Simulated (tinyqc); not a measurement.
Finnis-Sinclair potential for a bcc metal: fit to cohesion and elasticity, then vacancy, surfaces and structure: one step, computed by the program tinyqc.

E = (1/2) sum V(r) - A sqrt(rho), rho = sum phi(r), phi = (r - d)^2 for r < d, V = (r - c)^2 (c0 + c1 r + c2 r^2) for r < c. In bcc the 8 first neighbours lie at sqrt(3) a/2 and the 6 second at a; both cut-offs lie below the third shell; Omega = a^3/2; E is per atom and z the number of atoms in a shell. The four constants A, c0, c1, c2 are fitted to E_c, zero pressure, B and C12 - C44 alone, so C44 and C11 - C12 are not matched singly; defects are unrelaxed.

Task: Unrelaxed vacancy. E_v = -A sum_shells z [sqrt(rho - phi(r)) - sqrt(rho)] - (1/2) sum z V(r): the neighbours lose one bond each, and the atom is put back in the bulk.

Inputs (values chosen for the exercise, modelled on tantalum): lattice constant a = 3.306 angstrom; cohesive energy E_c = 7.95 eV; density cut-off d/a = 1.211; pair cut-off c/a = 1.261.

c0, c1, c2 (eV/angstrom^2, eV/angstrom^3, eV/angstrom^4): [-0.262223, 1.137903, -0.335882]

A = 2.525861 eV/angstrom

rho = 13.32526 angstrom^2

Give: V at the two shells; phi at the two shells; vacancy energy E_v; E_v/E_c.

Result:

V at the two shells (eV): [0.4133, -0.1276]

phi at the two shells (angstrom^2): [1.301, 0.487]

vacancy energy E_v = 3.442 eV

E_v/E_c = 0.4329

A pair potential would give E_v = E_c; the square root lowers the ratio to 0.43.
